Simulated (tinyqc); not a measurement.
# Undoped gate-all-around wire MOSFET, analytic charge model: effect of the gate work function less that of the intrinsic body

An undoped round wire of radius R under an insulator shell and a surrounding gate; long channel, electrons only, n = ni exp((psi - V)/Vt) with V the quasi-Fermi potential (0 at the source, Vd at the drain), constant mobility, no quantisation. The radial Poisson equation gives n(r) = n(0)/(1 - (1 - b) r^2/R^2)^2 with b = Q0/(Q + Q0). Q is the electron charge per area of the wire surface.

ni = sqrt(Nc Nv) exp(-Eg/(2 Vt)), Eg in volts; Cox = eps0 eox/(R ln(1 + tox/R)); Q0 = 4 eps0 eps_r Vt/R; V0 = dphi + Vt ln[8 eps0 eps_r Vt/(q ni R^2)]. Q solves Vg - V0 - V = Q/Cox + Vt ln(Q/Q0) + Vt ln(1 + Q/Q0). I = mu (2 pi R/L)[2 Vt (Qs - Qd) + (Qs^2 - Qd^2)/(2 Cox) + Vt Q0 ln((Qd + Q0)/(Qs + Q0))], with Qs at V = 0 and Qd at V = Vd.  I(low) is taken at Vg = 0.4 V, Qs and I(high) at Vg = 1.15 V.

Parameters, values chosen for the exercise; material values close to those of silicon: temperature T = 400 K; band gap Eg = 1.1 eV; relative permittivity of the semiconductor eps_r = 11.6; conduction-band density of states at T Nc = 4.25e19 cm^-3; valence-band density of states at T Nv = 4.11e19 cm^-3; relative permittivity of the gate insulator eox = 9.14; insulator thickness tox = 4.9 nm; wire radius R = 3 nm; channel mobility mu = 760 cm^2/(V s); gate length L = 0.1 um; drain voltage Vd = 0.3 V.

Constants: q = 1.602176634e-19 C, kB = 1.380649e-23 J/K, Vt = kB T/q, eps0 = 8.8541878128e-14 F/cm where lengths are in cm. Results are converted to the units shown.

Effect of the gate work function less that of the intrinsic body:

| dphi (V) | V0 (V) | I(low) (nA) | Qs(high) (nC/cm^2) | I(high) (uA) |
|---|---|---|---|---|
| -0.02 | 0.50397 | 101.13 | 1546.4 | 50.564 |
| 0.03 | 0.55397 | 25.909 | 1421.3 | 45.360 |
| 0.08 | 0.60397 | 6.2245 | 1297.3 | 40.230 |
| 0.13 | 0.65397 | 1.4680 | 1174.4 | 35.190 |
| 0.18 | 0.70397 | 0.34466 | 1053.0 | 30.258 |
| 0.23 | 0.75397 | 0.080827 | 933.14 | 25.465 |
| 0.28 | 0.80397 | 0.018950 | 815.23 | 20.850 |

As dphi goes from -0.02 to 0.28 V, I(low) falls from 101 to 0.0190 nA and I(high) falls from 50.6 to 20.8 uA. V0 rises from 0.504 to 0.804 V. In every row the surface density at the source at the higher gate voltage passes 0.3 Nc, where Boltzmann statistics fail. In every row mu V/L at the higher gate voltage, with V the smaller of Vd and Vg - V0, passes 3e6 cm/s, so velocity saturation would lower the current. In every row the body is thin enough for quantum confinement, left out here, to raise the threshold.

Computed by the program tinyqc: `OMP_NUM_THREADS=1 python tinyqc.py 2460091 2460092 out.jsonl`, one thread of a shared Intel Xeon 2.30GHz, about 0.02 s for the whole run.
